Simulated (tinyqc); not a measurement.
Brouwer diagram: defect equilibria of an oxide against oxygen pressure (mass action). Computed by tinyqc, a small Python program. Command: `OMP_NUM_THREADS=1 python tinyqc.py 3026492 3026493 out.jsonl brouwer walk`. One thread of a shared host (Intel(R) Xeon(R) Processor @ 2.30GHz), about 0.01 s of CPU time with the checks.

Defects: oxygen vacancies V (charge +2), electrons n, holes p, the ionic partner X = V_M'' (charge -2), and the dopant. Activities are taken equal to concentrations.

Inputs (values chosen for the exercise, for a model oxide): reduction enthalpy H_r = 3.71 eV; prefactor K_r0 = 3.8e+71 cm^-9 atm^(1/2); gap E_g = 2.52 eV; prefactor N_c N_v = 9.9e+42 cm^-6; disorder enthalpy H_s = 3.11 eV; prefactor K_s0 = 4.7e+45 cm^-6; dopant density N_d = 2.7e+19 cm^-3; temperature T = 1100 K.

Ionic disorder: Schottky, oxide MO. Dopant (singly charged, fully ionised): acceptor.

Constants: k_B = 8.617333262e-05 eV/K.

Method:
- K_r = K_r0 exp(-H_r/k_B T) = [V] n^2 P^(1/2); K_i = N_c N_v exp(-E_g/k_B T) = n p; K_s = K_s0 exp(-H_s/k_B T) = [X] [V].
- Neutrality: 2 [V] + p = n + 2 [X] + N_d. With n as the unknown, [V] = K_r/(n^2 P^(1/2)), p = K_i/n, [X] = K_s/[V]; the log ratio is ln(positive/negative).
- The root is found by 60 bisections in ln n between n = 1e-10 and 1e25 cm^-3.
- The slope is d log n / d log P from this row and the one above; the last column names the largest term on each side. Pressures that give more than 3e21 cm^-3 are left out.

K_r = 3.81932e+54 cm^-9 atm^(1/2)

K_i = 2.81813e+31 cm^-6

K_s = 2.65015e+31 cm^-6

Log10 of the densities in cm^-3:
```
log10 P (atm)       n     [V]       p     [X]  slope of n      balance
-16            20.957  20.668  10.493  10.755           -    2 [V] = n
-12            20.275  20.032  11.175  11.391    -0.17045    2 [V] = n
-8             19.545  19.492  11.905  11.931    -0.18248    2 [V] = n
-4             18.690  19.203  12.760  12.221    -0.21385  2 [V] = N_d
0              17.722  19.139  13.728  12.285    -0.24201  2 [V] = N_d
```

Regimes: 2 [V] = n from log P = -16 to -8, where that balance predicts a slope of -1/6 and the table comes as close as -0.170; 2 [V] = N_d from log P = -4 to 0, where that balance predicts a slope of -1/4 and the table comes as close as -0.242.

Extremes, crossings and ranges named in words are read from the listed rows.
